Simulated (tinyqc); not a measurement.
From threshold to a deep level: trap in a gate oxide as a short-range spherical well.

A spherical well of radius R and depth V0 below the conduction edge, one mass m, c = hbar^2/2m0. The s level at binding Et solves k cot(k R) = -kappa with k = sqrt(m (V0 - Et)/c), kappa = sqrt(m Et/c); it exists for V0 > Vc = c (pi/2R)^2/m. Outside, psi falls as exp(-kappa r)/r.

Constants: hbar^2/2m0 = 3.80998211 eV angstrom^2.

Parameters, chosen for this exercise (out of a larger set: near those of SiO2 on Si; not measured data): R = 3.9 angstrom (radius of the well); m = 0.474 m0 (mass); fV = (1.02, 1.08, 1.26, 1.55, 2, 2.81, 4.74) (V0/Vc).

Et against the depth at fixed R; near threshold Et = (pi^2/16)(V0 - Vc)^2/Vc.

Results:
```
V0/Vc  V0 (eV)    Et (eV)  threshold form (eV)  1/kappa (angstrom)  share outside
1.02     1.330  0.0003171            0.0003217               159.2          0.976
1.08     1.408   0.004864             0.005148                40.7          0.909
1.26     1.643    0.04577              0.05437                13.3          0.751
1.55     2.021     0.1747               0.2433                 6.8          0.580
2.00     2.608     0.4722               0.8043                 4.1          0.421
2.81     3.664      1.172                2.635                 2.6          0.273
4.74     6.181      3.202                11.25                 1.6          0.139
```

The threshold form holds to 10 % up to V0/Vc = 1.08 of those listed. There the state is mostly outside the well (98 % in the first row) and knows only Et, which is why a delta-well model works; more than half is inside from V0/Vc = 2.00 on. A second s level would need V0/Vc > 9.

tinyqc: `OMP_NUM_THREADS=1 python tinyqc.py 1252103 1252104 out.jsonl`; about 0.01 s, one thread, shared Intel(R) Xeon(R) Processor @ 2.30GHz.
